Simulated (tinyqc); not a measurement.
Splitting and spin direction around the circle: two-dimensional electron gas with Rashba and Dresselhaus coupling.

H = c k^2/m + al (ky sx - kx sy) + b1 (kx sx - ky sy) + gam kx ky (kx sy - ky sx), s the Pauli matrices, x = [100], c = hbar^2/2m0, b1 = gam (pi/L)^2 (hard walls). H = c k^2/m + B.s, so E = c k^2/m -/+ |B| and the lower state has its spin along -B.

Constants: hbar^2/2m0 = 3.80998211 eV angstrom^2.

Inputs chosen for the exercise (of the size met in InGaAs; the results hold for these values, not for the real material): m = 0.0437 m0 (mass); al = 0.3 eV angstrom (Rashba constant); gam = 22.1 eV angstrom^3 (bulk Dresselhaus constant); L = 146 angstrom (width of the (001) well); n = 10 1e11/cm^2 (sheet density (one subband filled)).

At |k| = k0 = sqrt(2 pi n), 1e11/cm^2 = 1e-5/angstrom^2.

Around the circle:

| phi (deg) | Bx (meV) | By (meV) | splitting (meV) | lower spin (deg) |
|---|---|---|---|---|
| 0.0 | 0.2565 | -7.5199 | 15.0485 | 92.0 |
| 22.5 | 3.0676 | -6.9319 | 15.1607 | 113.9 |
| 67.5 | 6.9319 | -3.0676 | 15.1607 | 156.1 |
| 90.0 | 7.5199 | -0.2565 | 15.0485 | 178.0 |
| 112.5 | 6.9630 | 2.6879 | 14.9276 | -158.9 |
| 135.0 | 5.2591 | 5.2591 | 14.8748 | -135.0 |
| 157.5 | 2.6879 | 6.9630 | 14.9276 | -111.1 |

Give the missing row, phi (deg) = 45.0.

Computed row:
```
phi (deg)  Bx (meV)  By (meV)  splitting (meV)  lower spin (deg)
45.0         5.3757   -5.3757          15.2047             135.0
```

The splitting runs from 14.8748 meV at 135 to 15.2047 meV at 45 degrees. Along [110] it is 2 k |al + b1 - 2 b3| and along [-110] 2 k |al - b1 + 2 b3|, b3 = gam k^2/4. From 0 to 90 degrees the spin turns with k (+86 degrees), the sense of the Rashba term.

Computed by tinyqc, a small Python program: `OMP_NUM_THREADS=1 python tinyqc.py 1451648 1451649 out.jsonl` (the numbers bound the seed that draws the inputs); one thread of a shared host (Intel(R) Xeon(R) Processor @ 2.30GHz), about 0.01 s for the whole set of steps.
